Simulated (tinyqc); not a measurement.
Worked calculation: delta-doped layer in the Thomas-Fermi potential. Values are carried at full precision from step to step, so a last printed digit may differ when a step is redone from the rounded ones.

All donors ionised in the plane z = 0, zero temperature, energies from the Fermi level EF of the Thomas-Fermi model, which lies at the bulk band edge; c = hbar^2/2m0, q = e^2/(4 pi eps0). gv = 1 equivalent valley, m_d = sqrt(m3^3/mz) in the plane. With n = (gv/3 pi^2)(m3 (-V)/c)^(3/2) and V'' = -(4 pi q/eps) n for z > 0, the solution is V = -b/(|z| + z0)^4 with sqrt(b) = 20/K, K = (4 pi q/eps)(gv/3 pi^2)(m3/c)^(3/2), and z0^5 = 4b/(e F0), e F0 = 2 pi q N/eps; 1e13/cm^2 = 1e-3/angstrom^2. Exchange and correlation are left out.

Constants: hbar^2/2m0 = 3.80998211 eV angstrom^2; e^2/(4 pi eps0) = 14.39964547 eV angstrom.

Values chosen for the exercise (near those of a delta-doped layer in GaAs; the results hold for these values, not for the real material):
```
symbol  value  unit         meaning
m3      0.065  m0           density-of-states mass of a valley
mz      0.065  m0           mass along z
eps     13.1                dielectric constant
N       0.33   x 1e13/cm^2  donor sheet density
```

## The Thomas-Fermi well

Give K, b, e F0, z0 and the depth b/z0^4.

K = 0.0010396 eV^(-1/2) angstrom^-2
b = 3.7013e+08 eV angstrom^4
e F0 = 0.0022792 eV/angstrom
z0 = 230.42 angstrom
depth = 0.1313 eV

Half of the electrons lie within |z| < (2^(1/5) - 1) z0 = 34.3 angstrom. The mean donor spacing in the plane is 55.0 angstrom, against a Bohr radius 0.529177 eps/m3 = 106.6 angstrom: the orbits overlap many donors, so a smeared sheet is a fair model in the plane. Across the plane the Thomas-Fermi density is more peaked than that of the quantised subbands, the more so the fewer are filled.

## Profile

V = -b/(|z| + z0)^4, n and the share of electrons beyond |z|, (z0/(|z| + z0))^5, at z = 0, 0.1, 0.25, 0.5, 1 and 2 times z0; n = (eps/(4 pi q)) 20 b/(|z| + z0)^6, q = e^2/(4 pi eps0), 1/angstrom^3 = 1e24/cm^3.

Profile:
```
z (angstrom)   V (eV)  n (1e19/cm^3)  share beyond
0.0           -0.1313          0.358         1.000
23.0          -0.0897          0.202         0.621
57.6          -0.0538         0.0939         0.328
115.2         -0.0259         0.0314         0.132
230.4         -0.0082        0.00559         0.031
460.8         -0.0016       0.000491         0.004
```

## Subbands

Subbands solve -(c/m_z) psi'' + V psi = E psi on 1280 points of spacing z0/80; up to ten levels for each group, kept if bound with an rms width below 2.5 z0.

List the bound levels with their rms width.

Subbands:
```
label  valleys g  m_d (m0)   E (eV)  rms z (angstrom)
0              1    0.0650  -0.0771              33.6
1              1    0.0650  -0.0283              86.9
2              1    0.0650  -0.0121             153.4
3              1    0.0650  -0.0038             273.6
4              1    0.0650  -0.0010             478.1
```

The lowest level lies 41 % of the way up the well, and 1 follows 49 meV higher.

## Filling the subbands

At zero temperature n_i = g m_d (mu - E_i)/(2 pi c) for E_i < mu, c = hbar^2/2m0; find mu from sum n_i = N (1e13/cm^2 = 1e-3/angstrom^2).

mu = -0.0002 eV

n_i in the order of the list (1e13/cm^2): 0.209  0.076  0.033  0.010  0.002

5 subbands filled in part, the lowest with 63 % of the electrons. The potential was built for a Fermi level at 0; filling its quantised levels puts mu 0.1 % of the depth below that, which shows how nearly the two pictures agree.

## Estimate from a V-shaped well

Near z = 0 the well is -depth + e F0 |z|, whose levels are a (c (e F0)^2/m_z)^(1/3) with a = 1.018793 (even) and 2.338107 (odd); c = hbar^2/2m0, m_z = mz.

levels 0 and 1 (eV): -0.0628  0.0260

Level 0 comes out 14 meV too high, since screening flattens the true well away from the plane, and level 1 lands above the rim at 0.

## Checks

- Integral of the Thomas-Fermi density against N, 1e13/cm^2: both 0.3300.
- Lowest level on a finer grid (z0/200), eV: both -0.077.

Run: tinyqc, `OMP_NUM_THREADS=1 python tinyqc.py 1250804 1250805 out.jsonl`; Intel(R) Xeon(R) Processor @ 2.30GHz, one thread, shared host; about 0.08 s of CPU time with all checks.
